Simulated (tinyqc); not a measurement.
Worked calculation: Landau-Devonshire theory of a uniaxial ferroelectric. Computed by tinyqc, a small Python program that keeps every step. Command: `OMP_NUM_THREADS=1 python tinyqc.py 3005176 3005177 out.jsonl ferro walk`. One thread of a shared host (Intel(R) Xeon(R) Processor @ 2.30GHz), about 0.01 s of CPU time with the checks. Intermediate numbers are printed to about 5 digits and carried at full precision; extremes and crossings named in words are read from the listed rows.

G(P) = (alpha/2) P^2 + (beta*/4) P^4 + (gamma/6) P^6 - E P per volume, SI units, one domain, P along the polar axis, which is normal to the film.

Inputs (values chosen for the exercise, modelled on lead titanate):
```
quantity                         value         unit
alpha_0                         723000  J m/(C^2 K)
Curie-Weiss temperature T0         752            K
beta                         -3.02e+08    J m^5/C^4
gamma                         1.49e+09    J m^9/C^6
temperature T                      467            K
misfit strain u_m                -0.01            -
electrostriction Q12            -0.026      m^4/C^2
compliance s11 + s12           5.5e-12        m^2/N
applied field E                    8.2         MV/m
start of Newton steps P0/Ps       0.35            -
```

Sample: epitaxial film.

Constants: eps_0 = 8.8541878128e-12 F/m.

## Coefficients at T

alpha = alpha_0 (T - T0*), with clamping: T0* = T0 + 4 Q12 u_m/(alpha_0 (s11 + s12)), beta* = beta + 4 Q12^2/(s11 + s12).

T0* = 1013.5 K

alpha = -3.9515e+08 J m/C^2

beta* = 1.8964e+08 J m^5/C^4

Compression raises T0 by 262 K. beta* > 0: the transition is of second order, although the free crystal has a first-order one.

## Spontaneous polarisation, susceptibility, coercive field

Ps^2 = [-beta* + sqrt(beta*^2 - 4 alpha gamma)]/(2 gamma). chi = 1/(eps_0 G''), G'' = alpha + 3 beta* P^2 + 5 gamma P^4 at Ps. Ps, chi and the coercive field are for perfect screening, without a depolarising field. The intrinsic coercive field is |alpha P + beta* P^3 + gamma P^5| at the P_c where G'' = 0. 1 C/m^2 = 100 microcoulomb/cm^2.

spontaneous polarisation Ps = 67.473 microcoulomb/cm^2

susceptibility chi = 80.218

well depth G(Ps) = -56.689 MJ/m^3

P_c = 44.189 microcoulomb/cm^2

intrinsic coercive field = 133.14 MV/m

P_c/Ps = 0.655, above the 0.577 of a quartic well, as the sixth-order term matters. Real switching runs by domain nucleation at far lower fields. Caution: far below T0* the expansion with linear alpha(T) is only a fit.

## Polarisation in the field by Newton steps

Solve G'(P) = alpha P + beta* P^3 + gamma P^5 - E = 0 by P(new) = P - G'/G'' from P0; stop when the step is below 1e-11 C/m^2 (G' under 1e-6 MV/m is shown as 0).

Newton steps:
```
step  P (microcoulomb/cm^2)    G' (MV/m)  G'' (MJ m/C^2)
1                    23.615  -9.7923e+01         -340.25
2                    -5.165   1.2181e+01         -393.58
3                    -2.070  -2.3621e-02         -394.90
4                    -2.076            0         -394.90
5                    -2.076            0         -394.90
```

P at the end of the steps = -2.0756 microcoulomb/cm^2

1/(eps_0 G'') there = -286.00

The steps end on a root with G'' < 0, the maximum of G between the wells: the start lay inside P_c, where the curvature is negative.

Reruns converge with start of Newton steps P0/Ps = 1.0; or with start of Newton steps P0/Ps = 2.0.

Checks made by the program: Ps against a numerical root of G'(P)/P (relative difference below 1e-10).
